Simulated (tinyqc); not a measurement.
Worked calculation: lattice vibrations of a chain. One step of it, computed by the program tinyqc.

Question. Dynamical matrix at q = 0.48. q is in units of 2 pi/a. A spring k from atom i to atom j, n cells on, adds k to Phi_ii and Phi_jj, -k exp(2 pi i q n) to Phi_ij and the conjugate to Phi_ji (for one atom a cell: 2k (1 - cos 2 pi q n)); D_ij = Phi_ij / sqrt(m_i m_j).

A chain moving along its axis:
```
atom                mass (u)  spring to the next atom (eV/angstrom^2)
1                  51.500000                                23.200000
2                  37.200000                                 2.400000
3                   7.500000                                27.700000
second neighbours          -                                 2.400000
```

Give: D(q).

Answer.

D(q) (eV/(angstrom^2 u)), lower triangle (Hermitian):
```
                 1                2       3
1           1.0816
2  -0.4756-0.0069i           0.8172
3   1.2762-0.1766i  -0.0011-0.0180i  4.6533
```
